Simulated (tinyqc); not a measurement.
# Two-valley model of the transferred-electron effect, step by step

A worked calculation. Computed by tinyqc, a small Python program that keeps every step. Command: `OMP_NUM_THREADS=1 python tinyqc.py 3004159 3004160 out.jsonl gunn walk`. One thread of a shared host (Intel(R) Xeon(R) Processor @ 2.30GHz), about 0.01 s of CPU time with the checks. Intermediate numbers are printed to about 6 digits and carried at full precision; extremes and crossings named in words are read from the listed rows.

Both kinds of valley share one electron temperature T_e, and each has a constant mobility.

Inputs (values chosen for the exercise, modelled on GaSb):
```
quantity                       value        unit
central-valley mass m1         0.041         m_0
satellite-valley mass m2        0.24         m_0
satellite valleys Z                4           -
valley separation dE           0.085          eV
central-valley mobility mu1     4600  cm^2/(V s)
satellite-valley mobility mu2    440  cm^2/(V s)
energy relaxation time tau_E     1.2          ps
lattice temperature T            400           K
electric field F                0.73       kV/cm
iteration cap                    600           -
```

Solver: bisection.

Constants: k_B = 8.617333262e-05 eV/K.

## Equilibrium

Density-of-states ratio R = Z (m2/m1)^(3/2); n2/n1 = R exp(-dE/(k_B T_e)); mean mobility mu = (mu1 + mu2 n2/n1)/(1 + n2/n1); energy balance e mu F^2 = (3/2) k_B (T_e - T)/tau_E; v = mu F.

R = 56.6502

n2/n1 without field = 4.81114

low-field mobility = 1155.87 cm^2/(V s)

dE is 2.5 k_B T, so part of the electrons sit in the satellites even without field.

## Electron temperature

Bisection on h(T_e) = T_out(T_e) - T_e between T and T_out(T), with T_out = T + (2/3) e mu(T_e) F^2 tau_E/k_B; stop when the bracket is below 1e-6 K.

Course of the iteration:
```
iteration  T_e (K)  mu (cm^2/(V s))  bracket (K)
1          402.859          1145.55  2.85917e+00
2          404.289          1140.49  1.42959e+00
3          405.004          1137.99  7.14793e-01
4          405.361          1136.74  3.57397e-01
5          405.540          1136.12  1.78698e-01
6          405.629          1135.81  8.93491e-02
7          405.584          1135.97  4.46746e-02
...            ...              ...          ...
17         405.619          1135.85  4.36275e-05
18         405.619          1135.85  2.18138e-05
19         405.619          1135.85  1.09069e-05
20         405.619          1135.85  5.45344e-06
21         405.619          1135.85  2.72672e-06
22         405.619          1135.85  1.36336e-06
23         405.619          1135.85  6.81680e-07
```

electron temperature T_e = 405.619 K

Converged in 23 iterations.

## Velocity

The formulas are those given above.

share in the satellites = 83.2730 %

mean mobility = 1135.85 cm^2/(V s)

drift velocity = 0.0829167 1e7 cm/s

## Velocity against field

The formulas are those given above.

The curve:
```
F (kV/cm)  T_e (K)  share in the satellites (%)  v (1e7 cm/s)  low-field line (1e7 cm/s)
0.073      400.057                      82.7967      0.008436                   0.008438
0.180      400.347                      82.8221      0.020783                   0.020806
0.360      401.385                      82.9125      0.041430                   0.041611
0.510      402.767                      83.0317      0.058440                   0.058949
0.730      405.619                      83.2730      0.082917                   0.084378
1.000      410.394                      83.6633      0.111960                   0.115587
1.500      422.582                      84.5889      0.162165                   0.173380
2.200      445.744                      86.1045      0.223971                   0.254291
3.600      507.813                      89.0365      0.322589                   0.416112
7.300      745.597                      93.7845      0.509953                   0.843782
```

v rises in every row; the share in the slow valleys goes from 83 to 94 %, too gradually against the field for a falling branch among these rows. With constant mobilities n2/n1 tends to R and v ends on the line (mu1 + R mu2) F/(1 + R), a mobility of 512; real satellites saturate instead.

Checks made by the program: field recovered from T_e by the energy balance (relative difference 4e-08).
